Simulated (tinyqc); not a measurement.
Elastic strain and critical thickness of a cubic alloy layer A(1-x)B(x) on a thick substrate. Changing the fraction x of B. Computed by tinyqc, a small Python program. Command: `OMP_NUM_THREADS=1 python tinyqc.py 3001186 3001187 out.jsonl misfit sweep`. One thread of a shared host (Intel(R) Xeon(R) Processor @ 2.30GHz), about 0.01 s of CPU time with the checks.

Strain is positive in tension. The layer is coherent with the substrate unless said otherwise.

Inputs (values chosen for the exercise, modelled on In(1-x)Ga(x)P on GaAs):
```
quantity                           value      unit
lattice constant a_A               5.869  angstrom
lattice constant a_B               5.451  angstrom
substrate lattice constant a_S     5.653  angstrom
layer thickness h                     28        nm
X-ray wavelength                1.540593  angstrom
start of the iteration h0/b           20         -
```

Growth plane: (001). Layer: uncapped. Misfit dislocation: edge.

C11, C12, C44 of A (GPa): 102.1  56.16  46.27

C11, C12, C44 of B (GPa): 138  61.29  70.03

Method:
- a = (1 - x) a_A + x a_B, the same rule for each C_ij; misfit f = (a_S - a)/a, the in-plane strain of the coherent layer.
- (001): D = 2 C12/C11, M = C11 + C12 - 2 C12^2/C11. The free surface carries no normal stress, so e_perp = -D f; dV/V = 2 f + e_perp; stress = M f; energy per area = M f^2 h (1 GPa nm = 1 J/m^2).
- Reflection 004: d = a_perp/sqrt(16), with a_perp = a (1 + e_perp) for the coherent layer, a for the relaxed layer and a_S for the substrate; sin(theta) = lambda/(2 d).
- Voigt averages: G = (C11 - C12 + 3 C44)/5, B = (C11 + 2 C12)/3, nu = (3 B - 2 G)/(2 (3 B + G)); b = a/sqrt(2). Edge dislocation with b in the interface: cos alpha = 0, cos lambda = 1.
- Matthews-Blakeslee: h_c = A [ln(h_c/b) + 1], A = b (1 - nu cos^2 alpha)/(8 pi |f| (1 + nu) cos lambda), the factor 8 pi being that of an uncapped layer.
- Start at h0, put the right side back in, and stop when the change is below 1e-9 h or h turns negative.

One run for each value; columns: (1) fraction x of B; (2) misfit f; (3) in-plane stress (GPa); (4) critical thickness h_c (Matthews-Blakeslee) (nm); (5) peak separation of the coherent layer (arcsec); (6) biaxial modulus M (GPa):
```
(1)         (2)      (3)     (4)      (5)     (6)
0.22  -0.021471  -2.3106   1.281  -5699.2  107.61
0.32  -0.014339  -1.6141   2.525  -3801.4  112.56
0.50  -0.001237  -0.1500  62.205   -327.5  121.32
0.59   0.005446   0.6842   9.790   1442.3  125.64
0.68   0.012219   1.5874   3.199   3237.3  129.91
0.78   0.019852   2.6726   1.475   5264.1  134.62
```

Give the missing row, fraction x of B = 0.41.

Computed row; columns: (1) fraction x of B; (2) misfit f; (3) in-plane stress (GPa); (4) critical thickness h_c (Matthews-Blakeslee) (nm); (5) peak separation of the coherent layer (arcsec); (6) biaxial modulus M (GPa):
```
(1)         (2)      (3)    (4)      (5)     (6)
0.41  -0.007831  -0.9160  6.043  -2074.6  116.96
```

Interpolating between the two neighbouring rows (linearly) misses most in critical thickness h_c (Matthews-Blakeslee) (nm), by a factor of 5.4. Over the rows, misfit f rises from -0.0215 to 0.0199; in-plane stress (GPa) rises from -2.31 to 2.67; critical thickness h_c (Matthews-Blakeslee) (nm) goes from 1.28 through a maximum among these rows, 62.2 at 0.500, to 1.47. The misfit changes sign between x = 0.50 and 0.59, where the layer is lattice matched and h_c grows without bound. Left out: 0.0400, 0.130, 0.870, 0.960 (the Matthews-Blakeslee equation has no root well above b).

Caution (rows 0.220): above about 2 % misfit, linear elasticity is rough and compressed layers tend to form islands before dislocations. Caution (all rows): an edge dislocation with b in the interface cannot reach it by glide, so the force balance is formal for it. Caution (rows 0.220, 0.320, 0.780): a critical thickness of a few Burgers vectors is outside continuum elasticity and hangs on the core term.

Extremes, crossings and ranges named in words are read from the listed rows.
